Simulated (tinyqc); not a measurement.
# Fully depleted semiconductor-on-insulator film with two gates, non-linear Poisson equation by Newton steps: effects of single changes

One dimension across the film, front interface at x = 0, back interface at x = ts. psi is counted from the intrinsic level, n = ni exp(psi/Vt) (source grounded), holes neglected, acceptors ionised. Gates act through Cox = eps0 eox/tox and Cbox = 3.9 eps0/tb with potentials G1 = Vg - (phiM - chi - Vt ln(Nc/ni)) and G2 = Vb - (phiB - chi - Vt ln(Nc/ni)). Classical Boltzmann densities, no interface charge, no depletion in the back plane.

Values chosen for this exercise; band and dielectric values close to those of silicon: temperature T = 250 K; band gap Eg = 1.11 eV; relative permittivity eps_r = 11.6; conduction-band density of states at T Nc = 2.16e19 cm^-3; valence-band density of states at T Nv = 1.99e19 cm^-3; electron affinity chi = 4.08 eV; relative permittivity of the gate insulator (close to hafnium oxide) eox = 21.5; insulator thickness tox = 14 nm; film thickness ts = 11 nm; buried-oxide thickness (eps_r 3.9) tb = 23 nm; acceptor density of the film Na = 1.8e16 cm^-3; work function of the front gate phiM = 4.53 eV; work function of the back plane phiB = 5.13 eV; back-gate voltage Vb = 0 V.

Constants: q = 1.602176634e-19 C, kB = 1.380649e-23 J/K, Vt = kB T/q, eps0 = 8.8541878128e-14 F/cm where lengths are in cm. Results are converted to the units shown.

Each table varies one quantity; the others keep the values above.

## Charge against front-gate voltage

ni = sqrt(Nc Nv) exp(-Eg/(2 Vt)), Eg in volts. The Poisson equation eps0 eps_r d2psi/dx2 = q (n + Na), with -eps0 eps_r dpsi/dx = Cox (G1 - psi) at x = 0 and eps0 eps_r dpsi/dx = Cbox (G2 - psi) at x = ts, is solved on 300 equal intervals with half boxes at both ends; N_inv is the trapezoid sum of n. Swing = ln 10/(d ln N_inv/dVg); the last column is (dN_inv/dVb)/(dN_inv/dVg).

Result of one run:

| Vg (V) | psi front (V) | psi back (V) | N_inv (cm^-2) | centroid/ts | swing (mV/decade) | q dN_inv/dVg over Cox | back/front leverage |
|---|---|---|---|---|---|---|---|
| 0.23 | 0.262 | 0.156 | 5.59e6 | 0.195 | 55.8 | 2.72e-5 | 0.125 |

What becomes of these results when the front-gate voltage Vg is changed from 0.23 to 0.08 V, all else the same?

Result of the changed run:

| Vg (V) | psi front (V) | psi back (V) | N_inv (cm^-2) | centroid/ts | swing (mV/decade) | q dN_inv/dVg over Cox | back/front leverage |
|---|---|---|---|---|---|---|---|
| 0.08 | 0.125 | 0.0376 | 1.17e4 | 0.228 | 56.1 | 5.64e-8 | 0.131 |

The whole series:

| Vg (V) | psi front (V) | psi back (V) | N_inv (cm^-2) | centroid/ts | swing (mV/decade) | q dN_inv/dVg over Cox | back/front leverage |
|---|---|---|---|---|---|---|---|
| 0.08 | 0.125 | 0.0376 | 1.17e4 | 0.228 | 56.1 | 5.64e-8 | 0.131 |
| 0.23 | 0.262 | 0.156 | 5.59e6 | 0.195 | 55.8 | 2.72e-5 | 0.125 |
| 0.38 | 0.398 | 0.273 | 2.71e9 | 0.168 | 56.4 | 0.0130 | 0.121 |
| 0.53 | 0.505 | 0.359 | 2.92e11 | 0.141 | 141 | 0.561 | 0.116 |
| 0.68 | 0.544 | 0.379 | 1.21e12 | 0.113 | 402 | 0.817 | 0.110 |
| 0.83 | 0.565 | 0.385 | 2.30e12 | 0.0937 | 705 | 0.886 | 0.107 |
| 0.98 | 0.579 | 0.388 | 3.45e12 | 0.0807 | 1.02e3 | 0.917 | 0.105 |
| 1.13 | 0.590 | 0.390 | 4.63e12 | 0.0713 | 1.34e3 | 0.935 | 0.104 |
| 1.28 | 0.599 | 0.391 | 5.83e12 | 0.0640 | 1.67e3 | 0.947 | 0.103 |

N_inv passes 1e11 cm^-2 at Vg = 0.480 V. The swing starts at 56.1 mV a decade, against (1 + k) Vt ln 10 = 54.3 for a front channel with k = Cs Cbox/(Cox (Cs + Cbox)) = 0.0951, Cs = eps0 eps_r/ts; above threshold this column is no longer a subthreshold swing. The centroid falls from 0.228 to 0.0640 of ts and the leverage of the back gate falls from 0.131 to 0.103. For Vg = 0.68, 0.83, 0.98, 1.13, 1.28 the density at an interface exceeds 0.3 Nc, where Boltzmann statistics fail. In every row the classical centroid lies within 3 nm of an interface, where confinement, left out, would push it away.

## Threshold and coupling against the insulator thickness

VT is the Vg for N_inv = 1e11 cm^-2; -dVT/dVb from the linearised equation. Limits with Cs = eps0 eps_r/ts: front channel Cs Cbox/(Cox (Cs + Cbox)), back channel Cbox (Cox + Cs)/(Cox Cs). Swing at N_inv = 1e8 cm^-2.

The same in every row: centroid/ts at VT = 0.151.

Threshold and coupling against the insulator thickness:

| tox (nm) | VT (V) | -dVT/dVb | front-channel limit | back-channel limit | swing (mV/decade) |
|---|---|---|---|---|---|
| 7 | 0.427 | 0.0695 | 0.0476 | 0.216 | 53.3 |
| 9.9 | 0.449 | 0.0896 | 0.0673 | 0.239 | 54.3 |
| 14 | 0.480 | 0.118 | 0.0951 | 0.271 | 55.8 |
| 20 | 0.525 | 0.160 | 0.136 | 0.319 | 57.8 |
| 28 | 0.586 | 0.215 | 0.190 | 0.382 | 60.6 |
| 40 | 0.677 | 0.299 | 0.272 | 0.476 | 64.8 |
| 56 | 0.799 | 0.410 | 0.380 | 0.602 | 70.4 |

What does the table show?

As tox goes from 7 to 56, VT rises from 0.427 to 0.799 V, the centroid stays near 0.151 of ts and -dVT/dVb rises from 0.0695 to 0.410. The coupling covers 13.0 % of the way from the front-channel to the back-channel limit in the first row and 13.4 % in the last.

Computed by the program tinyqc: `OMP_NUM_THREADS=1 python tinyqc.py 2190047 2190048 out.jsonl`, one thread of a shared Intel Xeon 2.30GHz, about 0.4 s for the whole run.
